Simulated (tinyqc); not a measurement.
Stretching all distances: RHF, UHF, MP2, CISD and CCSD against full CI in the sto-3g basis, for H4, spin multiplicity 1. Computed by the program tinyqc with PySCF. Command: `OMP_NUM_THREADS=1 python tinyqc.py 112590 112591 out.jsonl`; one thread of a shared host (Intel(R) Xeon(R) Processor @ 2.60GHz), about 5 s.

Geometry (angstrom):

| atom | x | y | z |
|---|---|---|---|
| H | 0.0000 | 0.0000 | 0.0000 |
| H | 0.0000 | 0.0000 | 0.7080 |
| H | 0.0000 | 0.9020 | 0.0000 |
| H | 0.0000 | 0.9020 | 0.7080 |

All coordinates are multiplied by the scale. c0^2 is the weight of the RHF determinant in the lowest singlet FCI state (UHF is spin-contaminated and may lie near states of higher spin) and n(LUMO) the first natural occupation beyond the occupied space.

Full CI energy (hartree) and errors against it (kcal/mol):

| scale | distance 1-2 (angstrom) | E(FCI) | RHF | UHF | MP2 | CISD | CCSD | <S^2> UHF | c0^2 | n(LUMO) |
|---|---|---|---|---|---|---|---|---|---|---|
| 0.9700 | 0.6868 | -1.816184 | 33.3498 | 33.3498 | 12.3830 | 0.4570 | 0.0024 | 0.0000 | 0.9559 | 0.0685 |
| 1.2600 | 0.8921 | -2.023843 | 46.7267 | 44.4863 | 19.1591 | 1.1877 | -0.0049 | 0.3296 | 0.9255 | 0.1094 |
| 1.5400 | 1.0903 | -2.053855 | 63.6563 | 50.3210 | 27.9799 | 2.7325 | -0.0318 | 0.7065 | 0.8824 | 0.1636 |
| 1.8300 | 1.2956 | -2.022792 | 87.1001 | 48.9335 | 40.2962 | 6.0577 | -0.1008 | 1.0815 | 0.8179 | 0.2410 |
| 2.1200 | 1.5010 | -1.975896 | 117.2419 | 39.9190 | 55.8245 | 12.2463 | -0.2228 | 1.4276 | 0.7326 | 0.3408 |
| 2.4100 | 1.7063 | -1.934357 | 153.0894 | 27.5658 | 73.0812 | 21.9438 | -0.3626 | 1.6845 | 0.6343 | 0.4555 |
| 2.6900 | 1.9045 | -1.905749 | 190.6549 | 17.0083 | 88.6619 | 33.0994 | -0.4459 | 1.8349 | 0.5409 | 0.5683 |
| 2.9800 | 2.1098 | -1.887365 | 229.2905 | 9.4248 | 100.3394 | 19.5404 | -0.4336 | 1.9190 | 0.4581 | 0.6744 |

UHF parts from RHF first at scale 1.26 of those listed, where <S^2> leaves zero. The weight c0^2 goes from 0.96 to 0.46 and n(LUMO) from 0.07 to 0.67: static correlation grows as the bonds break into open-shell fragments. The spread of the error along the curve, which distorts its shape, is CCSD 0.4, CISD 32.6, UHF 40.9, MP2 88.0, RHF 195.9 kcal/mol. Below FCI somewhere: CCSD, as non-variational methods may be.
